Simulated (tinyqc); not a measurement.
What each parameter does: Wannier function of the lower band of a two-orbital chain.

H(k) = [[-d/2 - 2 ta cos k, -t1 - t2 exp(-ik)], [-t1 - t2 exp(ik), d/2 - 2 tb cos k]], k in 1/a, Bloch sums with exp(ikR) and without the positions inside the cell. Mesh k_j = 2 pi j/N. Projection gauge: each lower eigenvector u is multiplied by the phase that makes <trial|u> real and positive (the one-band case of Loewdin orthogonalisation). Wannier amplitudes w(R) = (1/N) sum_k exp(ikR) u(k); hoppings H(R) = (1/N) sum_k exp(-ikR) E(k).

Parameters, chosen for this exercise: d = 1.06 eV (A at -d/2, B at +d/2); t1 = 2.45 eV (A-B in the cell); t2 = 1.06 eV (B to A of the next cell); ta = -0.08 eV (A-A between cells); tb = 0.04 eV (B-B between cells); xb = 0.45 a (position of B (A at 0)); th = 30 degrees (trial orbital cos(th) A + sin(th) B in cell 0).

N = 24: centre (folded into [0, 1)) and Omega_I from overlaps M_j = u_j^+ diag(1, exp(-i b xb)) u_(j+1), b = 2 pi/N: centre = -(1/2 pi) Im ln prod M_j, Omega_I = mean(1 - |M_j|^2)/b^2; and the first two hoppings H(R).

Results for these values:

| case | centre (a) | Omega_I (a^2) | H(1) (eV) | H(2) (eV) |
|---|---|---|---|---|
| base | 0.1565 | 0.0719 | -0.4701 | 0.0467 |

What happens to each result for th = 40 degrees, all else kept?

Answer: centre does not change at the printed digits; Omega_I does not change at the printed digits; H(1) does not change at the printed digits; H(2) does not change at the printed digits.

The same for each parameter in turn:

| case | centre (a) | Omega_I (a^2) | H(1) (eV) | H(2) (eV) |
|---|---|---|---|---|
| base | 0.1565 | 0.0719 | -0.4701 | 0.0467 |
| d = 1.36 eV | 0.1421 | 0.0686 | -0.4589 | 0.0438 |
| t1 = 2.6 eV | 0.1622 | 0.0696 | -0.4739 | 0.0449 |
| t2 = 0.96 eV | 0.1601 | 0.0672 | -0.4250 | 0.0384 |
| ta = 0.02 eV | 0.1626 | 0.0726 | -0.5321 | 0.0500 |
| xb = 0.5 a | 0.1757 | 0.0825 | -0.4701 | 0.0467 |
| th = 40 degrees | 0.1565 | 0.0719 | -0.4701 | 0.0467 |

The trial angle is a choice of gauge and moves none of these; xb enters the position operator alone, so it leaves the hoppings.

tinyqc: `OMP_NUM_THREADS=1 python tinyqc.py 1450779 1450780 out.jsonl`; about 0.2 s, one thread, shared Intel(R) Xeon(R) Processor @ 2.30GHz.
